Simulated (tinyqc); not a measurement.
Germanium share from the critical thickness.

Inverse problem. Critical thickness (Matthews-Blakeslee, 60-degree dislocations): h = bv (1 - nu/4)[ln(h/bv) + 1]/(4 pi e_par (1 + nu)), nu = c12/(c11 + c12). e_par = b1 x. Find e_par and x.

Parameters, values chosen for the exercise:

| symbol | value | unit | meaning |
|---|---|---|---|
| b1 | 0.0418 |  | lattice mismatch per unit x |
| c11 | 162 | GPa | elastic constant |
| c12 | 64.8 | GPa | elastic constant |
| bv | 0.384 | nm | Burgers vector |

critical thickness = 7.4863386 nm

Answer. For given h the relation is explicit in the strain.

e_par = 1.170 %
x = 0.2800

tinyqc, about 0.01 s, one thread, Intel Xeon 2.30GHz (shared host): `OMP_NUM_THREADS=1 python tinyqc.py 2530154 2530155 out.jsonl`
